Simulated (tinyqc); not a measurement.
Internal photoemission over an interface barrier: one step of the calculation.

Electrons are excited from the valence band of a semiconductor over the barrier Phi(F) = P0 - sqrt(q F/(4 pi eps0 ei)), whose top lies at xm = sqrt(q/(16 pi eps0 ei F)). The yield is Y = A (hv - Phi)^p exp(-xm/l), with A = 1 here.

Problem. Threshold from a spectrum. The yields were made at this field with a scatter of 2 %. Fit Y^(1/n) on hv by least squares for n = 2 and n = 3; the zero of the line is the threshold.

```
point  hv (eV)         Y
0         4.15  0.002798
1         4.28   0.01767
2         4.41   0.05642
3         4.54    0.1293
4         4.67    0.2391
5          4.8    0.4016
```

Wanted: Y^(1/2); Y^(1/3); threshold for n = 2; threshold for n = 3.

Solution.

```
point   Y^(1/2)  Y^(1/3)
0      0.052896  0.14091
1       0.13293  0.26046
2       0.23753  0.38354
3       0.35958  0.50567
4       0.48898  0.62067
5       0.63372  0.73779
```

threshold for n = 2 = 4.1220 eV
threshold for n = 3 = 3.9952 eV

Numbers from tinyqc (`OMP_NUM_THREADS=1 python tinyqc.py 2410005 2410006 out.jsonl`; about 0.01 s on one thread of a shared Intel Xeon 2.30GHz).
